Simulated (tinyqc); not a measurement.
# AlGaN/GaN HEMT with access regions, lumped model, step by step

Program tinyqc, `OMP_NUM_THREADS=1 python tinyqc.py 2570070 2570071 out.jsonl`; Intel Xeon 2.30GHz, shared host, one thread, about 0.01 s. Printed values are rounded.

A polarisation-induced electron sheet under a Schottky gate, in series with two ungated access regions and contacts. Drift law v = mu E/(1 + mu E/vs) under the gate. Currents in mA/mm, resistances in ohm mm. No self-heating, no channel-length modulation; fits for polarisation, barrier and offset are chosen for the exercise.

Values chosen for this exercise; values close to those of AlGaN/GaN structures:
- x = 0.28 (aluminium share of the barrier)
- d = 18 nm (barrier thickness)
- eps_r = 9.1 (relative permittivity of barrier and channel)
- mu = 1600 cm^2/(V s) (channel mobility)
- vs = 1.5e7 cm/s (saturation velocity)
- Lg = 1 um (gate length)
- Ls = 2 um (source access length)
- Ld = 1.5 um (drain access length)
- Rc = 0.17 ohm mm (resistance of each contact)
- ft = 0.11 (share of the drain-access electrons removed by traps)
- Vg = 1 V (gate voltage)
- Vd = 6 V (drain voltage)
- Ec = 2.8 MV/cm (critical field)
- te = 0.26 um (depth over which the depleted charge spreads)
- tf = 300 nm (insulator under the field plate)
- ei = 7 (relative permittivity of that insulator)

Constants: q = 1.602176634e-19 C, eps0 = 8.8541878128e-14 F/cm where lengths are in cm. Results are converted to the units shown.

## Polarisation charge, threshold and sheet resistance

sigma = (5e13 x + 1.6e13 x^2) cm^-2, phiB = 0.84 + 1.3 x, dEc = 0.7 (1.71 x + x^2) in volts, Cb = eps0 eps_r/d, VT = phiB - dEc - q sigma/Cb, access density n0 = -Cb VT/q. Rsh = 1/(q mu n0); largest access current q n0 vs.

sigma = 1.52544e13 cm^-2
Cb = 0.447628 uF/cm^2
VT = -4.64598 V
n0 = 1.29803e13 cm^-2
Rsh = 300.528 ohm
q n0 vs = 3119.51 mA/mm

## Iteration 1: drain current

I at the start = 1200 mA/mm

Access resistance R(L, n) = L/(q mu n sqrt(1 - (I/(q n vs))^2)); Rs = Rc + R(Ls, n0), Rd = Rc + R(Ld, (1 - ft) n0). Vg' = Vg - I Rs, Vd' = Vd - I (Rs + Rd); with u = Vg' - VT, Vc = vs Lg/mu and w the smaller of Vd' and Vc [sqrt(1 + 2 u/Vc) - 1] (0 if negative), the channel gives (mu Cb/Lg)(u w - w^2/2)/(1 + w/Vc). I(new) is that channel current.

Rs = 0.821162 ohm mm
Rd = 0.731683 ohm mm
Vg' = 0.0146057 V
Vd' = 4.13659 V
channel current = 1676.51 mA/mm
I after iteration 1 = 1676.51 mA/mm

## Iteration 2: drain current

As before.

Rs = 0.882734 ohm mm
Rd = 0.805440 ohm mm
Vg' = -0.479912 V
Vd' = 3.16976 V
channel current = 1447.39 mA/mm
I after iteration 2 = 1447.39 mA/mm

## Course of the iteration: drain current

Stop when I changes by less than 1e-6 mA/mm, or after 60 iterations. I must stay below q (1 - ft) n0 vs.

Course of the iteration:
```
iteration  I (mA/mm)  |change| (mA/mm)
1            1676.51               477
2            1447.39               229
3            1563.40               116
4            1506.29              57.1
5            1534.78              28.5
6            1520.66              14.1
7            1527.68              7.02
8            1524.20              3.48
9            1525.93              1.73
...              ...               ...
22           1525.36           1.93e-4
23           1525.36           9.60e-5
24           1525.36           4.77e-5
25           1525.36           2.37e-5
26           1525.36           1.18e-5
27           1525.36           5.84e-6
28           1525.36           2.90e-6
29           1525.36           1.44e-6
30           1525.36           7.15e-7
```

Converged in 30 iterations. At the end each change is about 0.50 times the one before, with alternating sign: linear convergence. Of Vd, 58.4 % reaches the channel; the access current is 55 % of its limit.

## On-resistance and breakdown

sigma = (5e13 x + 1.6e13 x^2) cm^-2, phiB = 0.84 + 1.3 x, dEc = 0.7 (1.71 x + x^2) in volts, Cb = eps0 eps_r/d, VT = phiB - dEc - q sigma/Cb, access density n0 = -Cb VT/q. Ron = 2 Rc + Ls/(q mu n0) + Ld/(q mu (1 - ft) n0) + Lg/(mu Cb (Vg - VT)). Off state: a depleted stretch that holds the voltage V has the peak field sqrt(k V), k = 2 q n0/(eps0 eps_r te), so one edge holds V1 = Ec^2/k. The sheet under the plate pinches off at Vf = q n0 (1/Cb + tf/(eps0 ei)); beyond it the gate edge is screened. BV = V1 if Vf >= V1, else Vf + V1, and at most Ec Ld. Specific resistance Ron (Ls + Lg + Ld); figure of merit BV^2 over it.

Ron = 1.69486 ohm mm
Vf = 105.309 V
V1 = 39.4870 V
BV = 39.4870 V
specific resistance = 0.0762689 mohm cm^2
figure of merit = 20.4438 MW/cm^2

The plate pinches off too late to screen the gate edge, so it adds nothing.
